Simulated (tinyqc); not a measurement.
## Resistance of a source-drain extension with a graded tip: abruptness at a fixed junction position

y runs along the channel, the gate covers y > 0. The doping is N0 for y < y0 and N0 10^(-(y - y0)/la) beyond, uniform over the depth xj. Sheet conductance s(y) = q mu(N) max(N - Nch, 0) xj + (for y > 0) ma Cox Vo, with mu(N) = u0 + (u1 - u0)/(1 + (N/Nr)^au) and Cox = eps0 eox/tox. Current is taken as one-dimensional; depletion of the tip, spreading and the contact are left out. The metallurgical junction lies at yj, where N = Nch.

R_spacer = integral of dy/s from -Ls to 0, R_ov from 0 to yj, R_channel = (Lg - 2 yj)/(ma Cox Vo), R_total = 2 R_spacer + 2 R_ov + R_channel. Electrical length L_eff = ma Cox dR_total/d(1/Vo); R_series = R_total - L_eff/(ma Cox Vo). y0 is moved with la so that yj stays at 7.6637 nm.

Inputs (values chosen for the exercise); mobility law close to that of electrons in silicon:
```
symbol   value        unit                                                               meaning
eox       22.3              relative permittivity of the gate insulator (close to hafnium oxide)
tox        5.4          nm                                                   insulator thickness
N0      1.9e20       cm^-3                      active doping of the extension far from the gate
xj          28          nm                                                depth of the extension
Nch     6.9e17       cm^-3                                                        channel doping
Ls           5          nm                                                         spacer length
Vo        0.64           V                                                        gate overdrive
ma         100  cm^2/(V s)                                    mobility of the gate-induced layer
u1        1414  cm^2/(V s)                                                mobility at low doping
u0        68.5  cm^2/(V s)                                               mobility at high doping
Nr      9.2e16       cm^-3                                                      reference doping
au       0.711                                                                          exponent
Lg          40          nm                                                           gate length
```

Constants: q = 1.602176634e-19 C, eps0 = 8.8541878128e-14 F/cm where lengths are in cm. Results are converted to the units shown.

The same in every row: yj (nm) = 7.664; R_channel (ohm um) = 105.4.

Abruptness at a fixed junction position:

| la (nm/decade) | R_spacer (ohm um) | R_ov (ohm um) | R_total (ohm um) | L_eff (nm) | R_series (ohm um) |
|---|---|---|---|---|---|
| 1 | 0.7914 | 4.647 | 116.3 | 25.72 | 6.389 |
| 1.5 | 0.7914 | 6.385 | 119.8 | 26.24 | 7.665 |
| 2.1 | 0.7914 | 8.472 | 124.0 | 26.86 | 9.195 |
| 2.6 | 0.7914 | 10.21 | 127.4 | 27.37 | 10.47 |
| 3.2 | 0.7926 | 12.30 | 131.6 | 27.99 | 12.00 |
| 3.7 | 0.9053 | 13.93 | 135.1 | 28.50 | 13.32 |
| 4.2 | 1.229 | 15.39 | 138.7 | 29.00 | 14.75 |
| 4.8 | 1.925 | 16.90 | 143.1 | 29.57 | 16.73 |

As la goes from 1 to 4.8 nm/decade, R_total rises from 116 to 143 ohm um, R_spacer rises from 0.791 to 1.92 ohm um and R_ov rises from 4.65 to 16.9 ohm um. R_total changes on average by 7.05 ohm um for each nm/decade. L_eff exceeds the metallurgical length by 1.05 nm in the first row and 4.90 nm in the last, since the gate also controls the lightly doped tips.

Program tinyqc, `OMP_NUM_THREADS=1 python tinyqc.py 2282223 2282224 out.jsonl`; Intel Xeon 2.30GHz, shared host, one thread, about 0.03 s.
